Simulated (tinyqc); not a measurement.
# Changing the film density rho

Model: X-ray reflectivity of a thin film on silicon: critical angles, Parratt recursion, fringes and roughness. Computed by tinyqc, a small Python program. Command: `OMP_NUM_THREADS=1 python tinyqc.py 3120017 3120018 out.jsonl xrr sweep`. One thread of a shared host (Intel(R) Xeon(R) Processor @ 2.30GHz), about 0.01 s of CPU time with the checks.

n = 1 - delta + i beta; the classical electron radius is r_e = 2.8179403e-6 nm. Layer 0 is vacuum, 1 the film, 2 the substrate.

Inputs (values chosen for the exercise, modelled on ruthenium on silicon, copper K-alpha radiation):
```
quantity,value,unit
wavelength lambda,0.15406,nm
"effective electrons per unit mass, film",0.435,mol/g
"beta/delta, film",0.086,-
film thickness d,4.54,nm
roughness of the surface sigma_1,0.47,nm
roughness of the interface sigma_2,0.72,nm
substrate density,2.33,g/cm^3
"effective electrons per unit mass, substrate",0.507,mol/g
"beta/delta, substrate",0.023,-
grazing angle theta,1.63,degrees
```

Constants: N_A = 6.02214076e+23 1/mol.

Method:
- delta = r_e lambda^2 rho_e/(2 pi), rho_e = density x electrons per mass x N_A; critical angle sqrt(2 delta), q_c = 4 sqrt(pi r_e rho_e).
- k_j = (2 pi/lambda) sqrt(sin^2 theta - 2 delta_j + 2 i beta_j); r_ij = (k_i - k_j)/(k_i + k_j) x exp(-2 k_i k_j sigma^2) (Nevot-Croce); r = (r_01 + r_12 p)/(1 + r_01 r_12 p), p = exp(2 i k_1 d); R = |r|^2.
- Far above the critical angle the period is d theta = lambda/(2 d), or 2 pi/d in q; the envelope runs between (|r_01| - |r_12 p|)^2 and (|r_01| + |r_12 p|)^2; contrast = 2 a b/(a^2 + b^2) with a = |r_01|, b = |r_12 p|; roughness factors on the amplitudes are about exp(-q^2 sigma^2/2).

One run for each value:
```
film density rho (g/cm^3),critical angle of the film (degrees),contrast,reflectivity R
5.90,0.32866,0.46844,4.7222e-05
7.00,0.35799,0.52148,7.0799e-05
8.09,0.38486,0.55802,9.9701e-05
9.19,0.41019,0.58500,1.3482e-04
10.30,0.43425,0.60567,1.7668e-04
11.40,0.45685,0.62169,2.2488e-04
12.50,0.47839,0.63455,2.8012e-04
13.60,0.49899,0.64507,3.4273e-04
```

Describe and explain the trends.

Over the rows, critical angle of the film (degrees) rises from 0.329 to 0.499 (exponent d ln y / d ln x about 0.50 throughout); contrast rises from 0.468 to 0.645 (exponent d ln y / d ln x 0.63 between the first rows and 0.19 between the last); reflectivity R rises from 4.72e-5 to 3.43e-4 (exponent d ln y / d ln x about 2.4 throughout). The exponent of critical angle of the film stays at 0.50: delta is proportional to the density.
